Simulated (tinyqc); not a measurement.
Gap and mass from two generation rates.

Inverse problem. In the two-band model the band-to-band tunnelling rate in a uniform field is G = A F^2 exp(-B/F), with B = pi sqrt(m/C) Eg^1.5/4 (V/nm), A = 1e21 (2 q/h) m Eg/(16 pi C B) for G in cm^-3 s^-1 and F in V/nm, C = hbar^2/(2 m0). Find B, A, Eg and m.

Constants: q = 1.602176634e-19 C, hbar = 1.054571817e-34 J s, h = 6.62607015e-34 J s, m0 = 9.1093837015e-31 kg, hbar^2/(2 m0) = 0.0380998212 eV nm^2. Results are converted to the units shown.

G at F = 0.034 and 0.057 V/nm (cm^-3 s^-1): [3.3991242e29, 4.9972021e30]

Answer. The slope of ln(G/F^2) against 1/F is -B and the intercept gives A. The product A B fixes m Eg, and B = (pi/4) Eg sqrt(m Eg/C) then gives Eg.

B = 0.139 V/nm
A = 1.78e34 cm^-3 s^-1 (V/nm)^-2
Eg = 0.350 eV
m = 0.0280 m0

Computed by the program tinyqc: `OMP_NUM_THREADS=1 python tinyqc.py 2620027 2620028 out.jsonl`, one thread of a shared Intel Xeon 2.30GHz, about 0.01 s for the whole run.
